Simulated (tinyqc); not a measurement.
A spin-degenerate level with charging energy between two leads, rate equations: two steps of the calculation.

States 0, up, down and 2 with energies 0, e1 - Ez/2, e1 + Ez/2 and 2 e1 + U. mu_L = +V/2, mu_R = -V/2 (meV), f(x) = 1/(1 + exp(x/kB T)). A transition that adds one electron of given spin at the energy E has the rate G f(E - mu) from each lead, and its reverse G [1 - f(E - mu)]. I counts electrons leaving the left lead, times q.

Inputs (values chosen for the exercise): tunnel rate to the left lead GL = 3.4 1/ns; tunnel rate to the right lead GR = 4.7 1/ns.

Constants: q = 1.602176634e-19 C. Results are converted to the units shown.

Problem 1. Rate matrix. dp/dt = W p; W_ji is the rate from state i to j, and each column sums to zero.

```
transition         fL         fR
0-up        1.0000000  1.0000000
0-down      1.0000000  1.0000000
up-2        0.9999998  0.0175862
down-2      1.0000000  0.9988963
```

Find: W.

Solution 1.

W (1/ns):
```
            0      up    down       2
0     -16.200   0.000   0.000   0.000
up      8.100  -3.483   0.000   4.617
down    8.100   0.000  -8.095   0.005
2       0.000   3.483   8.095  -4.623
```

Problem 2. Steady state and current. Steady state: W p = 0 with sum p = 1. I = q GL sum over transitions i-j of [fL p_i - (1 - fL) p_j].

W (1/ns):
```
               0         up       down          2
0     -16.200000   0.000000   0.000000   0.000000
up      8.100000  -3.482655   0.000000   4.617345
down    8.100000   0.000000  -8.094813   0.005187
2       0.000000   3.482655   8.094813  -4.622533
```

fL, transition 0-up to down-2: 1.0000000  1.0000000  0.9999998  1.0000000

Wanted: p; mean number of electrons; I.

Solution 2.

p: 0 0.00000, up 0.56989, down 0.00028, 2 0.42984
mean number of electrons = 1.4298
I = 310.59 pA

In units of q GL GR/(GL + GR) = 316 pA the current is 0.983; two independent spin channels fully inside the bias window would give 2.

Range of the model: Rate equations need hbar G well below kB T; cotunnelling and the Kondo effect are left out.

tinyqc, about 0.01 s, one thread, Intel Xeon 2.30GHz (shared host): `OMP_NUM_THREADS=1 python tinyqc.py 2780006 2780007 out.jsonl`
